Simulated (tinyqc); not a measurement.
From results back to parameters: standing waves and exposure in a photoresist film. Two cases, with inputs chosen for the exercise.

Problem. Bleaching of a resist on an index-matched plate: T(0) = T12 exp(-(A + B) d), T(end) = T12 exp(-B d), T12 = 1 - ((n1 - 1)/(n1 + 1))^2, and the first slope dT/dD = T(0) C A T12 (1 - exp(-(A + B) d))/(A + B). Here d = dT and D is the dose; A, B and C are hidden.

Find: A; B; C.

Method. A = ln(T(end)/T(0))/d, B = ln(T12/T(end))/d, and the slope then gives C.

Case 1.

Values chosen (out of a larger set: a resist on Cu, indices near tabulated ones; not measured data): n1 = 1.782 (resist index); dT = 0.36 micrometre (resist thickness on an index-matched plate).

T(0) = 0.617603
T(end) = 0.649528
dT/dD = 0.00028359 cm^2/mJ

Solution.

A = 0.14 1/micrometre
B = 0.97 1/micrometre
C = 0.012 cm^2/mJ

Case 2.

Values chosen (out of a larger set: a resist on Si, indices near tabulated ones; not measured data): n1 = 1.682 (resist index); dT = 1.023 micrometre (resist thickness on an index-matched plate).

T(0) = 0.511495
T(end) = 0.835790
dT/dD = 0.0052912 cm^2/mJ

Solution.

A = 0.48 1/micrometre
B = 0.11 1/micrometre
C = 0.030 cm^2/mJ

Computed by tinyqc, one run a case: `OMP_NUM_THREADS=1 python tinyqc.py N N+1 out.jsonl` with N = 1682070, 1682075; one thread of a shared Intel(R) Xeon(R) Processor @ 2.30GHz, about 0.01 s a run at most.
